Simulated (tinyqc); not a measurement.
## Ideality, saturation current and resistance from three points

Question. Well above the saturation current a diode obeys V = n Vt ln(I/I0) + I Rs. Find n, Rs and I0.

Values chosen for this exercise: temperature T = 250 K.

Constants: q = 1.602176634e-19 C, kB = 1.380649e-23 J/K, Vt = kB T/q. Results are converted to the units shown.

currents (A): 4e-6  0.0005  0.01
voltages (V): 0.61150547  0.76157903  0.86002383

Answer. V is linear in the three unknowns n Vt, Rs and -n Vt ln I0, so three points give a linear system.

n = 1.44
Rs = 0.580 ohm
I0 = 1.10e-14 A

Computed by the program tinyqc: `OMP_NUM_THREADS=1 python tinyqc.py 2260016 2260017 out.jsonl`, one thread of a shared Intel Xeon 2.30GHz, about 0.01 s for the whole run.
